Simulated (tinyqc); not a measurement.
# Pull-up strength from the switching point

Inverse problem. Transistor (EKV form, voltages against the body): I = 2 n b Vt^2 [F(vp - Vs) - F(vp - Vd)] from drain to source, F(v) = ln^2(1 + exp(v/(2 Vt))), vp = (Vg - VT + sg |Vd - Vs|)/n. n-channel bodies are at 0; for the p-channel device all voltages are counted down from Vdd. b in uA/V^2 gives I in uA. In an inverter In(Vg = Vd = VM) equals Ip at the switching point VM. Find bp and the current there.

Parameters, values chosen for the exercise:
- T = 300 K (temperature)
- Vdd = 0.4 V (supply voltage)
- n = 1.13 (slope factor)
- sg = 0.021 (drain-induced barrier lowering)
- VTn = 0.44 V (n-channel threshold)
- VTp = 0.39 V (p-channel threshold (magnitude))
- bn = 690 uA/V^2 (gain factor of the pull-down transistor)

Constants: q = 1.602176634e-19 C, kB = 1.380649e-23 J/K, Vt = kB T/q. Results are converted to the units shown.

VM = 0.228320797 V

Answer. Ip is proportional to bp, so bp is In(VM) over the p-channel current for unit b.

bp = 900.0 uA/V^2
current at VM = 8.507e-4 uA

Computed by the program tinyqc: `OMP_NUM_THREADS=1 python tinyqc.py 2340053 2340054 out.jsonl`, one thread of a shared Intel Xeon 2.30GHz, about 0.04 s for the whole run.
